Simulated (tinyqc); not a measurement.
Worked calculation: plane-wave Kohn-Sham cycle with exchange-only LDA in a layered model solid. One step of it, computed by the program tinyqc.

Problem. Iteration 2: levels at that k. Diagonalise the Hermitian matrix.

H (hartree), order -2, -1, +0, +1, +2:
$$\begin{pmatrix}
0.288586 & -0.236951 & 0.004460 & 0.000096 & -0.000057 \\
-0.236951 & -0.115878 & -0.236951 & 0.004460 & 0.000096 \\
0.004460 & -0.236951 & -0.250700 & -0.236951 & 0.004460 \\
0.000096 & 0.004460 & -0.236951 & -0.115878 & -0.236951 \\
-0.000057 & 0.000096 & 0.004460 & -0.236951 & 0.288586
\end{pmatrix}$$

Give: eigenvalues.

Solution.

eigenvalues (hartree): [-0.5498, -0.2289, 0.0385, 0.3972, 0.4377]
